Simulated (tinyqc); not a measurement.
What moves the results: plasmons of a degenerate electron gas in the random-phase approximation. A value that a table varies takes the place of the one given here.

Zero temperature, parabolic band: kF = (3 pi^2 n)^(1/3), EF = c kF^2/m, Ep^2 = 8 pi c e2 n/(m eb), qTF^2 = 6 pi e2 n/(eb EF), c = hbar^2/2m0, e2 = e^2/(4 pi eps0), n in 1/angstrom^3 (1e-24 per 1/cm^3).

Lindhard function: eps(q, E)/eb = 1 + (qTF/q)^2 (f1 + i f2) with z = q/(2 kF), u = E/(hbar vF q), hbar vF = 2 c kF/m; f1 = 1/2 + [h(z - u) + h(z + u)]/(8 z), h(x) = (1 - x^2) ln|(x + 1)/(x - 1)|; f2 = pi u/2 for z + u < 1, (pi/(8 z))(1 - (z - u)^2) for |z - u| < 1 < z + u, else 0. Pairs exist for c (q^2 - 2 q kF)/m < E < c (q^2 + 2 q kF)/m.

Constants: hbar^2/2m0 = 3.80998211 eV angstrom^2; e^2/(4 pi eps0) = 14.39964547 eV angstrom; a0 (Bohr radius) = 0.5291772105 angstrom.

Parameters, chosen for this exercise (a free-electron density near that of Al; not measured data): n = 1.82e+23 1/cm^3 (electron density); m = 1 m0 (mass); eb = 1 (background dielectric constant); ed = 2.1 (dielectric constant of the surroundings); d = 100 angstrom (film thickness); qp = 0.315 1/angstrom (wave vector of the plasmon).

## Dispersion and weight of the plasmon

Short formula: E^2 = Ep^2 + (3/5)(hbar vF q)^2 + (c q^2/m)^2; qc is where the plasmon meets the top of the continuum. The weight is the share of the f-sum that the plasmon carries, 2E/(Ep^2 d(eps/eb)/dE); a dash marks no undamped root.

Energies (eV):
```
q (1/angstrom)   q/kF  top of continuum  plasmon  short formula  weight
0.129           0.074             1.787    15.90          15.90   1.000
0.324           0.185             4.728    16.20          16.20   1.000
0.518           0.295             7.942    16.78          16.75   0.997
0.712           0.406             11.44    17.67          17.58   0.986
0.906           0.517             15.23    18.97          18.67   0.951
1.04            0.593             18.01    20.18          19.59   0.891
1.17            0.667             20.85    21.70          20.61   0.760
1.26            0.719             22.88    23.05          21.39   0.542
1.42            0.810             26.65        -          22.93       -
1.68            0.958             33.20        -          25.86       -
```

qc = 1.295 1/angstrom

Ep = 15.84 eV. The plasmon rises from 15.9 to 23.05 eV just before qc, 45 % above Ep. The short formula errs by -0.54 % at q/kF = 0.41 and -7.19 % next to qc. The weight falls from 1.000 to 0.542 as pairs take over the sum.

## Density dependence

n is multiplied by the factor listed.

Results:
```
factor     rs  EF (eV)  Ep (eV)  Ep/EF  qc/kF  alpha = 3 EF/(5 Ep)
0.10    4.457    2.523    5.009  1.986  0.984                0.302
0.20    3.537    4.005    7.084  1.769  0.903                0.339
0.50    2.606    7.377    11.20  1.518  0.805                0.395
1.0     2.069    11.71    15.84  1.353  0.738                0.444
2.0     1.642    18.59    22.40  1.205  0.677                0.498
5.0     1.210    34.24    35.42  1.034  0.602                0.580
10      0.960    54.36    50.09  0.922  0.551                0.651
```

Over two decades Ep grows by 10.0 (n^(1/2)) and EF by 21.5 (n^(2/3)), so Ep/EF falls from 1.986 to 0.922 as sqrt(rs), and qc/kF from 0.984 to 0.551: in a dense gas the plasmon enters the continuum earlier on the scale of kF. alpha is the coefficient in E = Ep + alpha hbar^2 q^2/(m m0). The random-phase values are only rough in the rows with rs above about 2 (up to 4.5 here).

## Thin film modes against wave vector (bulk, surface, particle and sheet plasmons)

Drude medium eps = eb (1 - Ep^2/E^2), no retardation. A film of thickness d has modes eps = -ed coth(q d/2) (lower) and eps = -ed tanh(q d/2) (upper); a sheet with ns = n d has E^2 = 4 pi c e2 ns q/(m ed). One surface: eps = -ed; small sphere: eps = -2 ed.

Modes (eV):
```
q d    q (1/angstrom)  lower  upper  sheet
0.020        0.000200  1.091  15.68  1.093
0.050        0.000500  1.718  15.44  1.728
0.10          0.00100  2.415  15.07  2.444
0.20          0.00200  3.372  14.41  3.457
0.50          0.00500  5.120  12.87  5.466
1.0            0.0100  6.728  11.29  7.730
2.0            0.0200  8.172  9.826  10.93
4.0            0.0400  8.886  9.109  15.46
8.0            0.0800  8.995  8.999  21.86
```

bulk, surface, sphere (eV): 15.84  8.997  6.947

At small q d the lower mode tends to the sheet law sqrt(q) (within 5 % up to q d = 0.2 of the values listed) and the upper one starts near the bulk value. At q d = 8 the two are 0.0041 eV apart around the surface value 8.997 eV. Retardation, left out here, matters where q is below about three times sqrt(ed) E/(hbar c), hbar c = 1973.27 eV angstrom: that holds for 6 of the rows (from the top) for the lower mode and 7 for the upper one.

## What moves the plasmon

The plasmon is taken at qp. Each row changes one parameter from the base and keeps the others.

Results:
```
case                  Ep (eV)  plasmon at qp (eV)  qc (1/angstrom)
base                    15.84               16.18            1.295
n = 2.18e+23 1/cm^3     17.34               17.69            1.344
m = 1.15 m0             14.77               15.05            1.365
eb = 1.1                15.10               15.46            1.249
qp = 0.22 1/angstrom    15.84               16.01            1.295
```

The largest shifts from the base row, up to three for each result and ties (the steps differ in size, so this ranks the rows, not the parameters). Ep (eV): n +1.50, m -1.07, eb -0.737; unchanged at the printed digits by qp. plasmon at qp (eV): n +1.51, m -1.13, eb -0.721. qc (1/angstrom): m +0.0700, n +0.0494, eb -0.0458; unchanged at the printed digits by qp.

(tinyqc, `OMP_NUM_THREADS=1 python tinyqc.py 1681719 1681720 out.jsonl`, Intel(R) Xeon(R) Processor @ 2.30GHz, 1 thread, shared host, about 0.01 s.)
